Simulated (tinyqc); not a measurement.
Plane-wave Kohn-Sham cycle with exchange-only LDA in a layered model solid, step by step. One step of it, computed by the program tinyqc.

Problem. Iteration 2: potential. V_H(G) = 4 pi rho(G)/G^2 for G != 0 (uniform background); v_x = -(3 rho/pi)^(1/3); V = V_ext + V_H + v_x; Fourier components f(G_m) = (1/N) sum_j f(x_j) exp(-i G_m x_j).

A solid whose potential varies along x alone (atomic units):
```
parameter                      value
period a                    9.500000
cross-section of the cell  19.000000
electrons per cell                 2
grid points                       16
plane waves -n..n, n               3
k points                           1
V1 in V1 cos(2 pi x/a)     -0.300000
```

density after iteration 1 (e/bohr^3): [0.01760251, 0.01653286, 0.01400361, 0.01136745, 0.00950771, 0.00851001, 0.00807293, 0.00791100, 0.00787165, 0.00791100, 0.00807293, 0.00851001, 0.00950771, 0.01136745, 0.01400361, 0.01653286]

Give: Potentials on the grid; V(G_m), m = 0, 1, 2, ....

Solution.

Potentials on the grid (hartree):
```
x       V_ext     V_H     v_x       V
0.000  -0.300   0.143  -0.256  -0.413
0.594  -0.277   0.129  -0.251  -0.399
1.188  -0.212   0.091  -0.237  -0.358
1.781  -0.115   0.041  -0.221  -0.296
2.375       0  -0.012  -0.209  -0.220
2.969   0.115  -0.057  -0.201  -0.143
3.562   0.212  -0.091  -0.198  -0.077
4.156   0.277  -0.112  -0.196  -0.031
4.750   0.300  -0.120  -0.196  -0.015
5.344   0.277  -0.112  -0.196  -0.031
5.938   0.212  -0.091  -0.198  -0.077
6.531   0.115  -0.057  -0.201  -0.143
7.125       0  -0.012  -0.209  -0.220
7.719  -0.115   0.041  -0.221  -0.296
8.312  -0.212   0.091  -0.237  -0.358
8.906  -0.277   0.129  -0.251  -0.399
```

V(G_m), m = 0, 1, 2, ... (hartree): [-0.217, -0.100, 0.001, 0.000, 0.000, 0.000, 0.000]
